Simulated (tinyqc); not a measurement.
Inside a calculation. Method: LCCD on RHF in the 6-31g basis, for H-, spin multiplicity 1. The basis has no diffuse functions, so it cannot describe the extra electron: this is an exercise in the method, not the real anion. Computed by tinyqc, a small Python program that keeps every step (integrals from PySCF). Settings: charge = -1, multiplicity = 1, basis = 6-31g, method = RHF, energy threshold = 1e-10, iteration cap = 84, orthogonalisation = canonical, start = core, DIIS depth = 6, amplitude equations = LCCD, DIIS depth for amplitudes = 4, cap on updates = 65. Command: `OMP_NUM_THREADS=1 python tinyqc.py 23479 23480 out.jsonl` (the two numbers bound the seeds that draw the settings). One thread of a shared host (Intel(R) Xeon(R) Processor @ 2.60GHz), about 0.09 s of CPU time with the checks. The early iterations of the SCF are left out here.

## One-electron integrals

Geometry (angstrom):
```
atom         x         y         z
H     0.000000  0.000000  0.000000
```

Basis 6-31g: exponents (1/bohr^2) and contraction coefficients of normalised primitives:
```
element  l (shell)   exponent  coefficient
H            s (1)  18.731137     0.033495
H            s (1)   2.825394     0.234727
H            s (1)   0.640122     0.813757
H            s (2)   0.161278     1.000000
```

Overlap, kinetic and nuclear-attraction integrals over the contracted functions; the nuclear repulsion is the sum of Za Zb / Rab.

nuclear repulsion = 0 hartree

overlap S:
```
          1H 1s     1H 2s
1H 1s  1.000000  0.658292
1H 2s  0.658292  1.000000
```

kinetic energy T (hartree):
```
          1H 1s     1H 2s
1H 1s  1.395678  0.259735
1H 2s  0.259735  0.241917
```

nuclear attraction V (hartree):
```
           1H 1s      1H 2s
1H 1s  -1.653231  -0.742311
1H 2s  -0.742311  -0.640851
```

core Hamiltonian H = T + V (hartree):
```
           1H 1s      1H 2s
1H 1s  -0.257552  -0.482576
1H 2s  -0.482576  -0.398935
```

## Two-electron integrals

Functions are numbered as in S; the eight-fold symmetry (ij|kl) = (ji|kl) = (kl|ij) leaves the list below.

Two-electron integrals (ij|kl) in chemists' order, unique and non-zero (hartree):
```
(11|11) 1.076566   (21|11) 0.578470   (21|21) 0.329423   (22|11) 0.587396
(22|21) 0.361304   (22|22) 0.453150
```

## Orthogonalisation

S = U s U^T; canonical form X = U s^(-1/2), so that X^T S X = 1. Each column of U has its largest component positive (the first on a tie).

eigenvalues of S: 0.341708  1.658292

X:
```
               1         2
1H 1s   1.209644  0.549104
1H 2s  -1.209644  0.549104
```

## Iteration 9 (converged): orbitals

converged F (hartree):
```
           1H 1s      1H 2s
1H 1s   0.609643  -0.123666
1H 2s  -0.123666   0.101393
```

Diagonalise F' = X^T F X, C = X C', fill 1 alpha and 1 beta electrons from the bottom; D = 2 C_occ C_occ^T. Each column has its largest component positive (the first on a tie).

F' = X^T F X (hartree):
```
          1         2
1  1.402321  0.337590
2  0.337590  0.139814
```

orbital energies (hartree): MO1 0.055212, MO2 1.486923

coefficients C:
```
            MO1        MO2
1H 1s  0.238585   1.306840
1H 2s  0.826681  -1.039880
```

D after iteration 9:
```
          1H 1s     1H 2s
1H 1s  0.113846  0.394468
1H 2s  0.394468  1.366804
```

## Convergence

Stop when the energy changes by less than 1e-10 hartree and every element of the error matrix X^T (F D S - S D F) X is below 3e-06.

Course of the cycle:
```
iteration  E (hartree)     change  largest element of the error matrix
1          -0.36775417          -                             3.72e-01
2          -0.42173540  -5.40e-02                             4.21e-02
3          -0.42244179  -7.06e-04                             5.88e-04
4          -0.42244190  -1.11e-07                             2.62e-04
5          -0.42244192  -1.61e-08                             1.69e-04
6          -0.42244192  -5.21e-09                             1.25e-04
7          -0.42244193  -2.32e-09                             9.92e-05
8          -0.42244193  -3.94e-09                             4.33e-07
9          -0.42244193  -7.54e-14                             2.19e-09
```

PySCF RHF in the same basis = -0.42244193 hartree

Converged in 9 iterations.

## Integrals over molecular orbitals

(pq|rs) = sum C_ip C_jq C_kr C_ls (ij|kl), one index at a time.

one-electron integrals over orbitals h = C^T H C (hartree):
```
           1          2
1  -0.477654  -0.138978
2  -0.138978   0.440356
```

Two-electron integrals over orbitals (pq|rs), unique and non-zero (hartree):
```
(11|11) 0.532867   (21|11) 0.138978   (21|21) 0.136050   (22|11) 0.591309
(22|21) 0.243852   (22|22) 0.778941
```

## LCCD: starting amplitudes

t_ij^ab = <ij||ab> / (e_i + e_j - e_a - e_b), whose energy is MP2.

Starting amplitudes (spin orbitals 1a, 1b, ...; amplitudes related by a flip of all spins are not repeated):
```
from      to          t
1a 1b  2a 2b  -0.047513
```

correlation energy = -0.00646420 hartree

## LCCD: amplitude update 1

t_ij^ab D_ij^ab are set to the remaining terms of the spin-orbital equations, evaluated with the old amplitudes; for the doubles these are <ij||ab> + 1/2 <ab||ef> t_ij^ef + 1/2 <mn||ij> t_mn^ab + P(ij)P(ab) <mb||ej> t_im^ae, D the orbital-energy denominators (linear CCD).

Amplitudes after update 1 (spin orbitals 1a, 1b, ...; amplitudes related by a flip of all spins are not repeated):
```
from      to          t
1a 1b  2a 2b  -0.060478
```

correlation energy = -0.00822806 hartree

## LCCD: amplitude update 2

As before.

Amplitudes after update 2 (spin orbitals 1a, 1b, ...; amplitudes related by a flip of all spins are not repeated):
```
from      to          t
1a 1b  2a 2b  -0.064016
```

correlation energy = -0.00870935 hartree

## LCCD: amplitude update 3

t_ij^ab D_ij^ab are set to the remaining terms of the spin-orbital equations, evaluated with the old amplitudes; for the doubles these are <ij||ab> + 1/2 <ab||ef> t_ij^ef + 1/2 <mn||ij> t_mn^ab + P(ij)P(ab) <mb||ej> t_im^ae, D the orbital-energy denominators (linear CCD). DIIS then mixes the stored amplitudes.

DIIS coefficients: -0.375259  1.375259

Amplitudes after update 3 (spin orbitals 1a, 1b, ...; amplitudes related by a flip of all spins are not repeated):
```
from      to          t
1a 1b  2a 2b  -0.065343
```

correlation energy = -0.00888996 hartree

## LCCD: convergence

E_corr = 1/4 sum <ij||ab> t_ij^ab; stop when the norm of the change is below 1e-8.

Course of the amplitude iterations:
```
update  correlation energy (hartree)  norm of the change
0                        -0.00646420                   -
1                        -0.00822806            2.59e-02
2                        -0.00870935            7.08e-03
3                        -0.00888996            1.93e-03
4                        -0.00888996            2.78e-17
```

Converged amplitudes (spin orbitals 1a, 1b, ...; amplitudes related by a flip of all spins are not repeated):
```
from      to          t
1a 1b  2a 2b  -0.065343
```

LCCD total energy = -0.43133189 hartree

Converged in 4 updates, with DIIS from the third.
